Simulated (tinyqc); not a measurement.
# Rapid thermal processing of a wafer: radiative balance, ramp and cooling, pattern effects, pyrometer error and spike budget, step by step

A worked calculation. Computed by tinyqc, a small Python program that keeps every step. Command: `OMP_NUM_THREADS=1 python tinyqc.py 3113988 3113989 out.jsonl rtp walk`. One thread of a shared host (Intel(R) Xeon(R) Processor @ 2.30GHz), about 0.04 s of CPU time with the checks. Intermediate numbers are printed to about 6 digits and carried at full precision; extremes and crossings named in words are read from the listed rows.

The wafer is opaque and uniform through its thickness unless said otherwise; temperatures in formulas are in kelvin (C + 273.15). sigma = 5.670374419e-12 W/(cm^2 K^4).

Inputs (values chosen for the exercise, modelled on a hot silicon wafer):

| quantity | value | unit |
|---|---|---|
| wafer thickness d | 625 | micrometre |
| heat capacity per volume C | 2.28 | J/(cm^3 K) |
| thermal conductivity k | 0.21 | W/(cm K) |
| emissivity eps of each face | 0.6 | - |
| reflectivity of the chamber walls r | 0.22 | - |
| gas heat-transfer coefficient h, both faces together | 6.1 | mW/(cm^2 K) |
| wall temperature T_w | 350 | K |
| process temperature | 1010 | C |
| starting temperature | 550 | C |
| ramp rate | 400 | K/s |
| relative change of absorptivity over a pattern | 12 | % |
| period of the pattern | 3 | mm |
| pyrometer wavelength | 2.3 | micrometre |
| error of the assumed emissivity | 7.5 | % |
| activation energy of the process E_a | 2.7 | eV |

Constants: k_B = 8.617333262e-05 eV/K; h = 6.62607015e-34 J s; c = 299792458 m/s; k_B = 1.380649e-23 J/K.

## Power to hold and to ramp

Effective emissivity between parallel grey plates: eps_eff = 1/(1/eps + 1/(1 - r) - 1). Loss per area q(T) = 2 eps_eff sigma (T^4 - T_w^4) + h (T - T_w). Absorbed power during a ramp = q(T) + C d x ramp rate; thermal time constant tau = C d/(dq/dT), dq/dT = 8 eps_eff sigma T^3 + h; natural cooling rate q/(C d); front-to-back difference under one-sided heating at the end of the ramp = (absorbed power) d/(2 k).

eps_eff = 0.513158

holding power q = 21.3811 W/cm^2

power at the end of the ramp = 78.3811 W/cm^2

dq/dT = 55.2796 mW/(cm^2 K)

time constant tau = 2.57780 s

natural cooling rate = 150.043 K/s

front-to-back difference = 11.6639 K

Radiation carries 73 % of the loss. The ramp needs 3.7 times the holding power.

## Cooling curve

Cooling with the lamps off: C d dT/dt = -q(T), integrated adaptively (relative tolerance 1e-10).

Lamps off at t = 0:

| t (s) | T (C) | cooling rate (K/s) |
|---|---|---|
| 0.26 | 972.844 | 136.175 |
| 0.52 | 939.003 | 124.461 |
| 1.00 | 883.629 | 107.050 |
| 1.80 | 806.870 | 86.203 |
| 2.60 | 744.042 | 71.669 |
| 3.90 | 662.045 | 55.676 |
| 6.40 | 547.335 | 38.035 |
| 10.00 | 436.312 | 25.121 |

The rate falls from 150 K/s at t = 0 to 25.1 K/s in the last row.

## Thermal budget of a spike

Spike anneal: linear ramp to the peak, then lamps off. Equivalent time at the peak = int exp(-(E_a/k_B)(1/T - 1/T_peak)) dt; estimate (k_B T^2/E_a)(1/ramp rate + 1/cooling rate). The ramp part uses 4000 trapezoid steps, the cooling part 4000 steps over 4 tau. Time within 50 K of the peak from the same curves.

equivalent time, ramp = 0.121753 s

equivalent time, cooling = 0.368652 s

equivalent time, total = 0.490406 s

estimate = 0.481599 s

time within 50 K of the peak = 0.480939 s

Cooling supplies 75 % of the budget.

## What a faster ramp buys

The formulas are those given above.

Against the ramp rate:

| ramp (K/s) | ramp part (s) | cooling part (s) | total (s) | power at the peak (W/cm^2) |
|---|---|---|---|---|
| 10 | 4.87014 | 0.368652 | 5.23879 | 22.806 |
| 25 | 1.94805 | 0.368652 | 2.31671 | 24.944 |
| 50 | 0.97403 | 0.368652 | 1.34268 | 28.506 |
| 100 | 0.48701 | 0.368652 | 0.85567 | 35.631 |
| 250 | 0.19481 | 0.368652 | 0.56346 | 57.006 |
| 500 | 0.09740 | 0.368652 | 0.46605 | 92.631 |
| 1000 | 0.04870 | 0.368652 | 0.41735 | 163.881 |

From 10 to 100 K/s the total falls by a factor 6.1, from 100 to 1000 K/s by 2.05: the cooling part, 0.369 s, is a floor, and the natural cooling rate here is 150 K/s.

## Pattern effect

At steady state a sinusoidal change of absorbed power of relative amplitude a and period p gives the temperature amplitude a q/(dq/dT + k d (2 pi/p)^2); healing length l = sqrt(k d/(dq/dT)); process change = E_a dT/(k_B T^2). Emissivity is taken as unchanged.

healing length l = 4.87267 mm

amplitude without lateral conduction = 46.4137 K

amplitude = 0.441412 K

change of the process rate = 0.840002 %

Lateral conduction cuts the amplitude to 0.95 %, since p/(2 pi l) = 0.098.

## Pyrometer error

Signal proportional to eps/(exp(c2/(lambda T)) - 1), c2 = h c/k_B. If the assumed emissivity is too high by the given error, the reading T' solves (1 + error)/(exp(c2/(lambda T')) - 1) = 1/(exp(c2/(lambda T)) - 1). Wien estimate: T' - T = -lambda T^2 ln(1 + error)/c2. Process rates go as exp(-E_a/(k_B T)).

c2 = 14387.8 micrometre K

c2/(lambda T) = 4.87515

reading less true temperature = -18.6205 K

Wien estimate = -19.0349 K

rate at T over rate at T', less 1 = 43.2705 %

Caution: below about 600 C lightly doped silicon is partly transparent at this wavelength, so its emissivity is not yet the hot value early in the ramp.

Checks made by the program: cooling time against quadrature of C d dT/q (relative difference 2e-08).
